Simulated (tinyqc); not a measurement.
Inside a calculation. Method: plane-wave Kohn-Sham cycle with exchange-only LDA in a layered model solid. Computed by tinyqc, a small Python program that keeps every step. Settings: points = 16, plane-wave index or count = 2, electrons = 4, k points = 2, area = 20.0, mixing = 0.3, iteration cap = 57, Kerker q0 = 0.51. Command: `OMP_NUM_THREADS=1 python tinyqc.py 29307 29308 out.jsonl` (the two numbers bound the seeds that draw the settings). One thread of a shared host (Intel(R) Xeon(R) Processor @ 2.60GHz), about 0.02 s of CPU time with the checks. Later iterations appear only in the table of the cycle.

## Iteration 1: potential

A solid whose potential varies along x alone (atomic units):
```
parameter                      value
period a                   17.300000
cross-section of the cell  20.000000
electrons per cell                 4
grid points                       16
plane waves -n..n, n               2
k points                           2
V1 in V1 cos(2 pi x/a)     -0.370000
```

density at the start, on the grid x_j = j a/N (e/bohr^3): 0.01156069  0.01156069  0.01156069  0.01156069  0.01156069  0.01156069  0.01156069  0.01156069  0.01156069  0.01156069  0.01156069  0.01156069  0.01156069  0.01156069  0.01156069  0.01156069

V_H(G) = 4 pi rho(G)/G^2 for G != 0 (uniform background); v_x = -(3 rho/pi)^(1/3); V = V_ext + V_H + v_x; Fourier components f(G_m) = (1/N) sum_j f(x_j) exp(-i G_m x_j).

Potentials on the grid (hartree):
```
x              V_ext       V_H        v_x          V
0.000000   -0.370000  0.000000  -0.222665  -0.592665
1.081250   -0.341835  0.000000  -0.222665  -0.564500
2.162500   -0.261630  0.000000  -0.222665  -0.484294
3.243750   -0.141593  0.000000  -0.222665  -0.364258
4.325000           0  0.000000  -0.222665  -0.222665
5.406250    0.141593  0.000000  -0.222665  -0.081072
6.487500    0.261630  0.000000  -0.222665   0.038965
7.568750    0.341835  0.000000  -0.222665   0.119171
8.650000    0.370000  0.000000  -0.222665   0.147335
9.731250    0.341835  0.000000  -0.222665   0.119171
10.812500   0.261630  0.000000  -0.222665   0.038965
11.893750   0.141593  0.000000  -0.222665  -0.081072
12.975000          0  0.000000  -0.222665  -0.222665
14.056250  -0.141593  0.000000  -0.222665  -0.364258
15.137500  -0.261630  0.000000  -0.222665  -0.484294
16.218750  -0.341835  0.000000  -0.222665  -0.564500
```

V(G_m), m = 0, 1, 2, ... (hartree): -0.222665  -0.185000  0.000000  0.000000  0.000000

## Iteration 1: Hamiltonian at one k

k = 0.250000 2 pi / a

H(m,m') = (k + G_m)^2/2 delta + V(G_m - G_m'), with V(-G) = V(G).

H (hartree), lower triangle:
```
           -2         -1         +0         +1        +2
-2  -0.020682
-1  -0.185000  -0.185566
+0   0.000000  -0.185000  -0.218543
+1   0.000000   0.000000  -0.185000  -0.119613
+2   0.000000   0.000000   0.000000  -0.185000  0.111224
```

## Iteration 1: levels at that k

Diagonalise the Hermitian matrix.

eigenvalues (hartree): -0.483302  -0.265606  -0.057330  0.131296  0.241763

## Iteration 1: new density

Motion across x is left out: the lowest 2 band(s) hold two electrons at each of the k points (j + 1/2)/nk - 1/2. Residual R = rho(out) - rho(in); rho(new) = rho(in) + 0.3 R, with R(G) scaled by G^2/(G^2 + 0.51^2) (Kerker). rho(out) = 2/(a A nk) sum |psi|^2 with psi = sum c exp(i G x). Harris energy E = band energy - dV sum rho (V_H/2 + v_x) + (3/4) dV sum rho v_x with rho(in), dV = a A/N, band energy = (2/nk) sum of the filled levels.

rho(out) (e/bohr^3): 0.02299050  0.02463358  0.02523814  0.01924369  0.00930494  0.00232160  0.00019410  0.00004391  0.00002070  0.00004391  0.00019410  0.00232160  0.00930494  0.01924369  0.02523814  0.02463358

density after iteration 1 (e/bohr^3): 0.01218091  0.01278533  0.01345273  0.01267575  0.01103099  0.01013295  0.01028585  0.01064875  0.01076549  0.01064875  0.01028585  0.01013295  0.01103099  0.01267575  0.01345273  0.01278533

energy per cell = -1.27515001 hartree

## Iteration 2: potential

As before.

Potentials on the grid (hartree):
```
x              V_ext        V_H        v_x          V
0.000000   -0.370000   0.135700  -0.226578  -0.460878
1.081250   -0.341835   0.130313  -0.230265  -0.441787
2.162500   -0.261630   0.106831  -0.234204  -0.389002
3.243750   -0.141593   0.057486  -0.229605  -0.313712
4.325000           0  -0.007103  -0.219211  -0.226314
5.406250    0.141593  -0.064933  -0.213093  -0.136433
6.487500    0.261630  -0.103156  -0.214159  -0.055686
7.568750    0.341835  -0.122866  -0.216649   0.002321
8.650000    0.370000  -0.128842  -0.217438   0.023720
9.731250    0.341835  -0.122866  -0.216649   0.002321
10.812500   0.261630  -0.103156  -0.214159  -0.055686
11.893750   0.141593  -0.064933  -0.213093  -0.136433
12.975000          0  -0.007103  -0.219211  -0.226314
14.056250  -0.141593   0.057486  -0.229605  -0.313712
15.137500  -0.261630   0.106831  -0.234204  -0.389002
16.218750  -0.341835   0.130313  -0.230265  -0.441787
```

V(G_m), m = 0, 1, 2, ... (hartree): -0.222399  -0.119517  0.001911  -0.001597  -0.000026

## Iteration 2: Hamiltonian at one k

k = 0.250000 2 pi / a

As before.

H (hartree), lower triangle:
```
           -2         -1         +0         +1        +2
-2  -0.020417
-1  -0.119517  -0.185300
+0   0.001911  -0.119517  -0.218277
+1  -0.001597   0.001911  -0.119517  -0.119347
+2  -0.000026  -0.001597   0.001911  -0.119517  0.111490
```

## Iteration 2: levels at that k

As before.

eigenvalues (hartree): -0.374833  -0.212541  -0.072839  0.057951  0.170412

## Iteration 2: new density

As before.

rho(out) (e/bohr^3): 0.02133965  0.02285272  0.02384510  0.01938719  0.01088285  0.00385919  0.00080873  0.00014367  0.00007253  0.00014367  0.00080873  0.00385919  0.01088285  0.01938719  0.02384510  0.02285272

density after iteration 2 (e/bohr^3): 0.01269921  0.01366519  0.01478946  0.01365163  0.01097096  0.00924502  0.00919357  0.00968093  0.00987836  0.00968093  0.00919357  0.00924502  0.01097096  0.01365163  0.01478946  0.01366519

energy per cell = -0.97012819 hartree

## Convergence

Stop when sqrt(dV sum R^2) is below 1e-8, dV = a A/N.

Course of the cycle:
```
iteration  E (hartree)  norm of the residual
1          -1.27515001              1.97e-01
2          -0.97012819              1.60e-01
3          -0.77790973              1.09e-01
4          -0.70883013              3.28e-02
5          -0.70510156              1.58e-02
6          -0.70486785              1.12e-02
7          -0.70475804              8.09e-03
8          -0.70470180              5.90e-03
9          -0.70467200              4.32e-03
10         -0.70465602              3.17e-03
11         -0.70464741              2.32e-03
...                ...                   ...
42         -0.70463733              1.63e-07
43         -0.70463733              1.20e-07
44         -0.70463733              8.81e-08
45         -0.70463733              6.47e-08
46         -0.70463733              4.76e-08
47         -0.70463733              3.50e-08
48         -0.70463733              2.57e-08
49         -0.70463733              1.89e-08
50         -0.70463733              1.39e-08
51         -0.70463733              1.02e-08
52         -0.70463733              7.50e-09
```

Converged in 52 iterations. Before convergence this energy mixes input and output and is not variational, so it may rise towards its limit.
